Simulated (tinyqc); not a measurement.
Slater-Koster d bands of an fcc metal, step by step. Values are carried at full precision from step to step, so a last printed digit may differ when a step is redone from the rounded ones.

Slater-Koster d bands. For a bond with direction cosines (l, m, n) the 5 x 5 block is dds Ps + ddp Pp + ddd (1 - Ps - Pp), the projectors on sigma, pi and delta states about the bond; for instance <xy|xy> = 3 l^2 m^2 dds + (l^2 + m^2 - 4 l^2 m^2) ddp + (n^2 + l^2 m^2) ddd, <xy|yz> = 3 l m^2 n dds + l n (1 - 4 m^2) ddp + l n (m^2 - 1) ddd and <3z2-r2|3z2-r2> = (n^2 - (l^2 + m^2)/2)^2 dds + 3 n^2 (l^2 + m^2) ddp + (3/4)(l^2 + m^2)^2 ddd. H(k) sums the blocks times cos(k.R) over the neighbours; the d level is the zero of energy; k in 2 pi/a.

Inputs chosen for the exercise (of the size met in Ir; shifted at random, so the results belong to these values and not to a real crystal):

| symbol | value | unit | meaning |
|---|---|---|---|
| dds | -1.161 | eV | dd sigma |
| ddp | 0.464 | eV | dd pi |
| ddd | -0.186 | eV | dd delta |
| k | (0.76, 0.31, 0.38) | 2 pi/a | wave vector |
| Nd | 8 |  | d electrons per atom |

## The block of one bond

Direction (1,1,0)/sqrt2; its eigenvalues must be dds once, ddp twice and ddd twice.

block (eV):
```
             xy      yz      zx   x2-y2   3z2-r2
xy      -0.9173       0       0       0   0.4222
yz            0  0.1390  0.3250       0        0
zx            0  0.3250  0.1390       0        0
x2-y2         0       0       0  0.4640        0
3z2-r2   0.4222       0       0       0  -0.4298
```

## Levels at Gamma

Neighbours: twelve at (a/2)(1,1,0) and equivalents.

Summing the blocks at k = 0 gives E(t2g) = 3 dds + 4 ddp + 5 ddd, E(eg) = 1.5 dds + 6 ddp + 4.5 ddd.

levels (eV): t2g (threefold) -2.5570, eg (twofold) 0.2055

The t2g level lies lower, by 2.7625 eV.

## The Hamiltonian at one k

Sum over the neighbours.

H(k) (eV):
```
             xy       yz       zx    x2-y2   3z2-r2
xy       1.4692  -0.8274  -0.9997        0  -0.9561
yz      -0.8274  -1.1362  -0.7360  -1.1247   0.6493
zx      -0.9997  -0.7360   0.8718   0.9308   0.5374
x2-y2         0  -1.1247   0.9308  -0.7098   0.7357
3z2-r2  -0.9561   0.6493   0.5374   0.7357   0.6452
```

## Levels and character

Diagonalise H; t2g is xy, yz, zx and eg the other two.

levels (eV): -2.4261  -1.1056  0.2283  1.4659  2.9777

weights:
```
     band 1  band 2  band 3  band 4  band 5
t2g   0.601   0.626   0.279   0.766   0.728
eg    0.399   0.374   0.721   0.234   0.272
```

## Levels at points of symmetry

Coordinates: G (0, 0, 0), X (1, 0, 0), W (1, 0.5, 0), L (0.5, 0.5, 0.5), K (0.75, 0.75, 0); the others lie half way.

Levels (eV):

| k | band 1 | band 2 | band 3 | band 4 | band 5 |
|---|---|---|---|---|---|
| G | -2.557 | -2.557 | -2.557 | 0.205 | 0.205 |
| G-X 0.5 | -3.669 | -1.719 | 0.556 | 0.556 | 1.856 |
| X | -4.781 | -3.643 | 3.506 | 3.669 | 3.669 |
| W | -1.856 | -0.556 | -0.556 | 1.719 | 3.669 |
| L | -2.600 | -1.518 | -1.518 | 2.818 | 2.818 |
| L-G 0.5 | -2.579 | -1.360 | -1.360 | 0.834 | 0.834 |
| K | -3.288 | -1.553 | 1.829 | 2.095 | 3.129 |

On these points the bands run from -4.781 (X) to 3.669 eV (X and W).

## Second moment and the rectangular band

mu2 = z (dds^2 + 2 ddp^2 + 2 ddd^2)/5 per orbital, with z = 12. A rectangular band with the same mu2 has width W = sqrt(12 mu2), Fermi level W (Nd/10 - 1/2) and bond energy -W Nd (10 - Nd)/20 (Friedel).

mu2 = 4.4345 eV^2
W = 7.2948 eV
Fermi level = 2.1884 eV
bond energy per atom = -5.8358 eV

The bond energy is the attractive part alone; the repulsion between atoms, left out, cancels a large share of it in the cohesive energy.

## Checks

- Levels at Gamma from the formulas against H(0): they agree to 1e-10 or better.
- Second moment from the formula against the mean square level on the mesh: both 4.43449.

Program tinyqc; command `OMP_NUM_THREADS=1 python tinyqc.py 1450369 1450370 out.jsonl`; about 0.03 s on one thread of a shared Intel(R) Xeon(R) Processor @ 2.30GHz.
